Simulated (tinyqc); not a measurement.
Worked calculation: dopants and charged point defects at anneal temperature: Fermi-level effect, clustering and pairing. Computed by tinyqc, a small Python program that keeps every step. Command: `OMP_NUM_THREADS=1 python tinyqc.py 3025844 3025845 out.jsonl pairing walk`. One thread of a shared host (Intel(R) Xeon(R) Processor @ 2.30GHz), about 0.03 s of CPU time with the checks. Intermediate numbers are printed to about 6 digits and carried at full precision; extremes and crossings named in words are read from the listed rows.

Boltzmann statistics and full ionisation of active dopants. Energies are counted from the valence band; the defect (a vacancy or self-interstitial) has five charge states, with all degeneracy factors one.

Inputs (values chosen for the exercise, with bands modelled on GaAs):

| quantity | value | unit |
|---|---|---|
| gap at 0 K E_g0 | 1.52 | eV |
| Varshni alpha | 0.00052 | eV/K |
| Varshni beta | 198 | K |
| electron mass m_e | 0.0675 | m_0 |
| valleys M_c | 1 | - |
| hole mass m_h | 0.523 | m_0 |
| anneal temperature T | 980 | K |
| total dopant density N | 1.1e+20 | cm^-3 |
| formation enthalpy of the neutral defect H_f | 3.47 | eV |
| formation entropy S_f | 2.1 | k_B |
| site density N_s | 2.8e+22 | cm^-3 |
| intrinsic dopant diffusivity D_i | 5.5e-16 | cm^2/s |
| anneal time t | 200 | s |
| dopant atoms per cluster k | 3 | - |
| cluster binding energy E_b | 1.95 | eV |

Dopant: donor. Second part: clustering of the dopant.

defect levels as fractions of E_g(T): (2+/+), (+/0), (0/-), (-/2-): 0.19  0.15  0.47  0.91

Constants: m_0 = 9.1093837015e-31 kg; k_B = 1.380649e-23 J/K; h = 6.62607015e-34 J s; k_B = 8.617333262e-05 eV/K.

## The host at the anneal temperature

E_g = E_g0 - alpha T^2/(T + beta). N_c = 2 M_c (2 pi m_e k_B T/h^2)^(3/2) and N_v = 2 (2 pi m_h k_B T/h^2)^(3/2), masses in units of m_0. n_i = sqrt(N_c N_v) exp(-E_g/2 k_B T); E_i = E_g/2 + (k_B T/2) ln(N_v/N_c).

E_g = 1.09605 eV

k_B T = 0.0844499 eV

n_i = 1.83350e+16 cm^-3

E_i = 0.677708 eV

effective density of states N_b of the majority band = 2.59827e+18 cm^-3

## Active and clustered dopant

n = A/2 + sqrt(A^2/4 + n_i^2) for an active density A. k ionised dopants and k carriers form one neutral cluster: C = N_s (A/N_s)^k (n/N_b)^k exp(E_b/k_B T), N_b the effective density of states of the majority band, and N = A + k C (60 bisections in ln A between ln N - 90 and ln N).

active density A = 1.89586e+18 cm^-3

clusters C = 3.60347e+19 cm^-3

active share = 0.0172351

98 % of the dopant is lost to clusters.

## Carrier density and Fermi level

chi = n/n_i (for acceptors n_i/p); E_F = E_i + k_B T ln chi; field enhancement h = 1 + A/sqrt(A^2 + 4 n_i^2).

n = 1.89604e+18 cm^-3

chi = 103.411

E_F = 1.06945 eV

field enhancement h = 1.99981

The doping is 103 n_i: extrinsic conditions.

## Charged defects

C_0 = N_s exp(S_f/k_B) exp(-H_f/k_B T). Ratios to the neutral state at E_F = E_i: r_+ = exp((E(+/0) - E_i)/k_B T), r_2+ = r_+ exp((E(2+/+) - E_i)/k_B T), r_- = exp((E_i - E(0/-))/k_B T), r_2- = r_- exp((E_i - E(-/2-))/k_B T); at other E_F state q scales as chi^(-q). The enhancement is sum r_q chi^(-q)/sum r_q. The charge on the defects is left out of neutrality.

neutral defects C_0 = 326774 cm^-3

Charge states:

| state | ratio r | intrinsic (cm^-3) | doped (cm^-3) |
|---|---|---|---|
| 2+ | 8.83172e-06 | 2.88598e+00 | 2.69875e-04 |
| + | 2.29240e-03 | 7.49097e+02 | 7.24391e+00 |
| 0 | 1.00000e+00 | 3.26774e+05 | 3.26774e+05 |
| - | 6.85483e+00 | 2.23998e+06 | 2.31638e+08 |
| 2- | 1.55556e-01 | 5.08318e+04 | 5.43583e+08 |

all defects, doped = 7.75548e+08 cm^-3

enhancement over intrinsic = 296.199

mean charge = -1.70048 e

Doping leaves the neutral state alone and multiplies the total by 296; the most common state is 2- (in intrinsic material -).

## Dopant diffusivity

If every charge state of the defect carries the dopant equally well, D = D_i x enhancement x h x (active share A/N, a rough stand-in that overstates the dA/dN which immobile clusters call for), D_i being an input held fixed when T or H_f is moved; diffusion length 2 sqrt(D t).

effective diffusivity D = 5.61499e-15 cm^2/s

D/D_i = 10.2091

diffusion length = 21.1943 nm

## Against doping

chi = n/n_i; h = 1 + A/sqrt(A^2 + 4 n_i^2); the dopant diffusivity over its intrinsic value is D/D_i = enhancement x h x A/N, if every charge state carries the dopant equally well.

Trend at the anneal temperature:

| N (cm^-3) | active A (cm^-3) | chi | defect enhancement | mean charge | D/D_i |
|---|---|---|---|---|---|
| 5.50e+14 | 5.50000e+14 | 1.015 | 1.01351e+00 | -0.89604 | 1.0287 |
| 2.80e+15 | 2.80000e+15 | 1.079 | 1.07099e+00 | -0.90409 | 1.1525 |
| 1.40e+16 | 1.40000e+16 | 1.452 | 1.40828e+00 | -0.94017 | 1.9106 |
| 6.90e+16 | 6.89997e+16 | 4.012 | 3.87011e+00 | -1.04848 | 7.2875 |
| 3.50e+17 | 3.45975e+17 | 18.922 | 2.32642e+01 | -1.29343 | 45.8651 |
| 1.70e+18 | 8.45929e+17 | 46.159 | 8.09775e+01 | -1.50927 | 80.5518 |
| 8.70e+18 | 1.21480e+18 | 66.271 | 1.42081e+02 | -1.59921 | 39.6690 |
| 4.40e+19 | 1.62187e+18 | 88.469 | 2.27755e+02 | -1.66660 | 16.7883 |
| 2.20e+20 | 2.13077e+18 | 116.222 | 3.61782e+02 | -1.72448 | 7.0074 |

Well below n_i = 1.83e16 cm^-3 chi and the enhancement are near 1. At any doping d ln(enhancement)/d ln chi equals minus the mean charge, which goes from -0.90 to -1.72 over the rows. Clustering bends A over: its exponent in N falls to 0.17, towards 1/(2k) = 0.167, and D/D_i peaks at N = 1.7e18 cm^-3.

## Activation against anneal temperature

The formulas are those given above.

Equilibrium activation:

| T (K) | n_i (cm^-3) | active A (cm^-3) | clusters C (cm^-3) | active share |
|---|---|---|---|---|
| 590 | 1.73860e+13 | 1.02081e+17 | 3.66326e+19 | 0.0009280 |
| 690 | 2.08992e+14 | 2.89840e+17 | 3.65701e+19 | 0.0026349 |
| 780 | 1.16786e+15 | 5.96746e+17 | 3.64678e+19 | 0.0054250 |
| 880 | 5.35303e+15 | 1.13070e+18 | 3.62898e+19 | 0.0102791 |
| 980 | 1.83350e+16 | 1.89586e+18 | 3.60347e+19 | 0.0172351 |
| 1080 | 5.07810e+16 | 2.90726e+18 | 3.56976e+19 | 0.0264296 |
| 1180 | 1.19859e+17 | 4.16757e+18 | 3.52775e+19 | 0.0378870 |

The active share goes from 9.28e-4 at 590 K to 0.0379 at 1180 K, so a layer activated by a hot, short anneal is metastable and deactivates in later, cooler steps if the dopant can move. Over the first three rows, where most dopant is clustered, a fit of ln A rises with slope 0.368 eV against -1/k_B T, near E_b/(2k) = 0.325 eV plus 0.75 k_B T.

Checks made by the program: conservation of the dopant (relative difference below 1e-10); ratios against Boltzmann factors of formation energies at E_F (relative difference below 1e-10).
